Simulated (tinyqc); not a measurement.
# Bandgap voltage reference from two bipolar transistors: output against temperature

Two transistors of area 1 and N carry the same current I. Is(T) = Is (T/T0)^eta exp[(Vg0 q/kB)(1/T0 - 1/T)], VBE1 = Vt ln(I/Is(T)) + I rb, VBE2 = Vt ln(I/(N Is(T))) + I rb/N. The amplifier forces I R1(T) = VBE1 - VBE2 + Vos, with R(T) = R (1 + tc (T - T0)) for both resistors, and the output is Vref = VBE1 + I R2(T). Base currents and the Early effect are neglected.

Vt = kB T/q; I = (Vt ln N + Vos)/(R1(T) - rb (1 - 1/N)).

Parameters, values chosen for the exercise; values of the order met in silicon bipolar transistors:
- T0 = 298 K (reference temperature)
- Vg0 = 1.152 V (band-gap voltage extrapolated to 0 K)
- eta = 3.1 (temperature exponent of the saturation current)
- Is = 3.5e-16 A (saturation current of the unit transistor at T0)
- N = 10 (area ratio of the second transistor)
- R1 = 11 kohm (resistor across which the difference of VBE falls, at T0)
- tc = 0 ppm/K (temperature coefficient of both resistors)
- Vos = 0 mV (offset of the amplifier)
- rb = 0 ohm (series resistance of the unit transistor)
- R2 = 106.7 kohm (output resistor at T0)

Constants: q = 1.602176634e-19 C, kB = 1.380649e-23 J/K. Results are converted to the units shown.

Result of one run:
```
T (K),I (uA),VBE1 (V),I R2 (V),Vref (V),Vref - Vref(T0) (mV),dVref/dT (uV/K)
398,7.179,0.3970,0.7660,1.163,-12.83,-153.2
```

What becomes of these results when the temperature T is changed from 398 to 348 K, all else the same?

Result of the changed run:
```
T (K),I (uA),VBE1 (V),I R2 (V),Vref (V),Vref - Vref(T0) (mV),dVref/dT (uV/K)
348,6.277,0.5003,0.6698,1.170,-5.763,-128.9
```

The whole series:
```
T (K),I (uA),VBE1 (V),I R2 (V),Vref (V),Vref - Vref(T0) (mV),dVref/dT (uV/K)
218,3.932,0.7622,0.4196,1.182,5.924,-44.29
233,4.203,0.7326,0.4485,1.181,5.168,-56.33
253,4.564,0.6928,0.4869,1.180,3.890,-71.23
273,4.924,0.6528,0.5254,1.178,2.326,-85.00
298,5.375,0.6023,0.5736,1.176,0,-100.9
323,5.826,0.5515,0.6217,1.173,-2.706,-115.4
348,6.277,0.5003,0.6698,1.170,-5.763,-128.9
373,6.728,0.4488,0.7179,1.167,-9.145,-141.5
398,7.179,0.3970,0.7660,1.163,-12.83,-153.2
423,7.630,0.3449,0.8141,1.159,-16.80,-164.2
```

VBE1 falls by 2.04 mV/K on average and I R2 rises by 1.92 mV/K. The slope of Vref vanishes at T = 171 K. Between 233 and 398 K Vref spans 18.0 mV, or 93.0 ppm/K by the box method (span over the average over T, over 165 K).

Computed by the program tinyqc: `OMP_NUM_THREADS=1 python tinyqc.py 2062114 2062115 out.jsonl`, one thread of a shared Intel Xeon 2.30GHz, about 0.02 s for the whole run.
